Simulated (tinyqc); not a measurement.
What each parameter does: ellipsoidal valleys in the axes of a wafer and a channel.

Valleys with axes a along [111], [1-1-1], [-11-1] and [-1-11], one whole valley each; inverse mass tensor w = 1/mt + (1/ml - 1/mt) a a. Device axes: z = nz/|nz|, x = nx/|nx|, y = z cross x; in them a = (ax, ay, az). Confinement mass mz = 1/w_zz. In the plane w_ij is replaced by u_ij = w_ij - w_iz w_jz/w_zz (i, j = x, y); density-of-states mass md = 1/sqrt(det u); conductivity mass along x mc = 1/u_xx; ballistic transport mass mx = u_yy/det u, width mass my = 1/u_yy.

Hard walls: E_n = c (n pi/t)^2/mz, c = hbar^2/2m0, n = 1, 2, 3. Non-degenerate share of a valley proportional to md sum_n exp(-E_n/kT); mean 1/mc = sum of share/mc. 1 nm = 10 angstrom.

Constants: hbar^2/2m0 = 3.80998211 eV angstrom^2; kB = 8.617333262e-05 eV/K.

Values chosen for the exercise (near those of the L valleys of GaAs; not measured data):
- ml = 1.946 m0 (longitudinal mass)
- mt = 0.075 m0 (transverse mass)
- nz = (1, 1, 1) (surface normal (confinement))
- nx = (1, 1, -2) (channel direction)
- t = 3 nm (thickness of the film)
- T = 400 K (temperature)

Lowest E1, its share and the mean conductivity mass.

Results for these values:
```
case  lowest E1 (meV)   share  mean mc (m0)
base            21.47  1.0000        0.0750
```

What happens to each result for T = 360 K, all else kept?

Answer: lowest E1 does not change at the printed digits; share does not change at the printed digits; mean mc does not change at the printed digits.

The same for each parameter in turn:
```
case           lowest E1 (meV)   share  mean mc (m0)
base                     21.47  1.0000        0.0750
ml = 1.751 m0            23.86  1.0000        0.0750
mt = 0.068 m0            21.47  1.0000        0.0680
t = 2.7 nm               26.51  1.0000        0.0750
T = 360 K                21.47  1.0000        0.0750
```

Run: tinyqc, `OMP_NUM_THREADS=1 python tinyqc.py 1880598 1880599 out.jsonl`; Intel(R) Xeon(R) Processor @ 2.30GHz, one thread, shared host; about 0.01 s of CPU time with all checks.
